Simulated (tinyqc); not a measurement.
Conductance of a narrow metal strip with scatterers (square lattice, Green functions): one step. Green function and transmission.

A strip of W sites across with hard walls, site energy 0 and hopping -t. Mode n = 1 to W has profile chi_n(j) = sqrt(2/(W + 1)) sin(n j pi/(W + 1)) and energy en = -2t cos(n pi/(W + 1)); E = en - 2t cos(kn a). With z_n = exp(i kn a) (Im k > 0 for closed modes, |z| < 1) each lead gives the self-energy -t z_n in mode n. One column carries the site energies v, here a uniform barrier across the strip, as of a grain boundary. In the mode basis V_nm = sum_j chi_n(j) v_j chi_m(j), G = (E - en + 2 t z_n - V)^-1, and t_nm = 2t sqrt(sin(kn a) sin(km a)) G_nm in size for open modes. T = sum |t_nm|^2, conductance (2e^2/h) T.

Constants: e^2/h = 3.874045865e-05 S.

Values chosen for the exercise (out of a larger set: hopping and spacing of the size met in Cu or Al; the lattice is a model; not measured data): t = 1.04 eV (hopping).

Modes:
```
n    en (eV)    cos(k a)                      z  dE/dk (eV angstrom)
1  -1.801333  -0.5775639  -0.5775639+0.8163455i             4.194057
2  -1.040000  -0.2115385  -0.2115385+0.9773697i             5.021334
3   0.000000   0.2884615   0.2884615+0.9574915i             4.919208
4   1.040000   0.7884615   0.7884615+0.6150841i             3.160056
5   1.801333   1.1544869              0.5775640             0.000000
```

V (eV), lower triangle:
```
          n=1       n=2       n=3       n=4       n=5
n=1  1.200000
n=2         0  1.200000
n=3         0         0  1.200000
n=4         0         0         0  1.200000
n=5         0         0         0         0  1.200000
```

Problem. E - en + 2 t z_n = 2t (z_n - cos(kn a)). Invert, form |t_nm|^2 = (2t)^2 Im(z_n) Im(z_m) |G_nm|^2 and sum. The added resistance is 1/(2 (e^2/h) T) less the same for the clean strip.

Give: G; |t_nm|^2; T; added resistance.

Solution.

G (1/eV):
```
                 n=1              n=2              n=3              n=4      n=5
n=1  -0.2776-0.3928i           0.0000           0.0000           0.0000   0.0000
n=2           0.0000  -0.2153-0.3648i           0.0000           0.0000   0.0000
n=3           0.0000           0.0000  -0.2220-0.3684i           0.0000   0.0000
n=4           0.0000           0.0000           0.0000  -0.3900-0.4158i   0.0000
n=5           0.0000           0.0000           0.0000           0.0000  -0.4167
```

|t_nm|^2, lower triangle:
```
        n=1     n=2     n=3     n=4  n=5
n=1  0.6669
n=2       0  0.7416
n=3       0       0  0.7336
n=4       0       0       0  0.5320
n=5       0       0       0       0    0
```

T = 2.6741
added resistance = 1600 ohm

Mode 4 passes least (0.532) and mode 2 most (0.742); 0.0 % of the transmitted flux changes mode.

Run: tinyqc, `OMP_NUM_THREADS=1 python tinyqc.py 1482423 1482424 out.jsonl`; Intel(R) Xeon(R) Processor @ 2.30GHz, one thread, shared host; about 0.01 s of CPU time with all checks.
